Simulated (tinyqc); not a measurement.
Plane-wave Kohn-Sham cycle with exchange-only LDA in a layered model solid, step by step. One step of it, computed by the program tinyqc.

Question. Iteration 2: potential. V_H(G) = 4 pi rho(G)/G^2 for G != 0 (uniform background); v_x = -(3 rho/pi)^(1/3); V = V_ext + V_H + v_x; Fourier components f(G_m) = (1/N) sum_j f(x_j) exp(-i G_m x_j).

A solid whose potential varies along x alone (atomic units):
```
parameter                      value
period a                    4.600000
cross-section of the cell  17.000000
electrons per cell                 2
grid points                       16
plane waves -n..n, n               3
k points                           4
V1 in V1 cos(2 pi x/a)     -0.240000
```

density after iteration 1 (e/bohr^3): 0.04097323  0.03945543  0.03536233  0.02983548  0.02416257  0.01931467  0.01578482  0.01369621  0.01301090  0.01369621  0.01578482  0.01931467  0.02416257  0.02983548  0.03536233  0.03945543

Give: Potentials on the grid; V(G_m), m = 0, 1, 2, ....

Answer.

Potentials on the grid (hartree):
```
x       V_ext        V_H     v_x       V
0.000  -0.240      0.096  -0.339  -0.483
0.287  -0.222      0.088  -0.335  -0.469
0.575  -0.170      0.066  -0.323  -0.427
0.863  -0.092      0.034  -0.305  -0.363
1.150       0  -2.38e-03  -0.285  -0.287
1.438   0.092     -0.037  -0.264  -0.210
1.725   0.170     -0.066  -0.247  -0.144
2.013   0.222     -0.085  -0.236  -0.099
2.300   0.240     -0.091  -0.232  -0.083
2.587   0.222     -0.085  -0.236  -0.099
2.875   0.170     -0.066  -0.247  -0.144
3.163   0.092     -0.037  -0.264  -0.210
3.450       0  -2.38e-03  -0.285  -0.287
3.737  -0.092      0.034  -0.305  -0.363
4.025  -0.170      0.066  -0.323  -0.427
4.312  -0.222      0.088  -0.335  -0.469
```

V(G_m), m = 0, 1, 2, ... (hartree): -0.285  -0.100  0.001  0.000  0.000  0.000  0.000
